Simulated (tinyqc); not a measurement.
Leaving out one process at a time: Debye-Callaway model of lattice thermal conductivity. Computed by tinyqc, a small Python program. Command: `OMP_NUM_THREADS=1 python tinyqc.py 3009223 3009224 out.jsonl callaway walk`. One thread of a shared host (Intel(R) Xeon(R) Processor @ 2.30GHz), about 0.01 s of CPU time with the checks.

Three acoustic branches with one velocity v, cut at omega_D = k_B Theta/hbar; x = hbar omega/(k_B T). v and Theta are separate inputs: Theta cuts off the heat-carrying modes, so C need not reach 3 k_B/V. gamma is an effective value that sets the umklapp rate. Heat flows along the wire.

Inputs (values chosen for the exercise, modelled on diamond):
```
quantity                              value        unit
sound velocity v                      13000         m/s
Debye temperature Theta                2150           K
volume per atom V                      5.67  angstrom^3
mean atomic mass M                    12.01           u
effective Grueneisen parameter gamma   2.67           -
umklapp exponent divisor b                3           -
alloy fraction f                       0.25           -
mass difference Delta M                4.55           u
wire diameter D                       0.021  micrometre
specularity p                           0.2           -
normal-process factor f_N               2.2           -
temperature T                           200           K
```

Sample: wire. Point defects: alloy. Normal processes: included.

Constants: k_B = 1.380649e-23 J/K; hbar = 1.054571817e-34 J s; u = 1.6605390666e-27 kg.

Method:
- For a random alloy on all sites Gamma = f (1 - f) (Delta M/M)^2, with M the mean mass; strain-field scattering is left out. A = V Gamma/(4 pi v^3).
- Rates: point defects A omega^4; umklapp B omega^2 T exp(-Theta/(b T)) with B = hbar gamma^2/(M v^2 Theta); normal processes f_N B omega^2 T (T/Theta)^2. Boundaries: v/Lambda_B with Lambda_B = D (1 + p)/(1 - p).
- kappa_1 = c int tau_C g dx, g = x^4 e^x/(e^x - 1)^2, c = (k_B/(2 pi^2 v)) (k_B T/hbar)^3, over 0 < x < min(Theta/T, 40), by 96 Gauss-Legendre points in s with x = x_max s^2; 1/tau_C = 1/tau_R + 1/tau_N; kappa_2 = c [int (tau_C/tau_N) g dx]^2 / int (tau_C/(tau_N tau_R)) g dx; kappa = kappa_1 + kappa_2.

Rayleigh coefficient A = 5.52689e-45 s^3

Conductivity at T:
```
case                   kappa (W/(m K))  ratio to all
all processes                   22.792             1
without point defects           58.353        2.5602
without boundaries              989.89        43.431
without umklapp                 22.894        1.0045
```

What follows from these numbers?

Removing boundaries raises kappa most, by a factor 43.4; removing umklapp gives only 1.00.
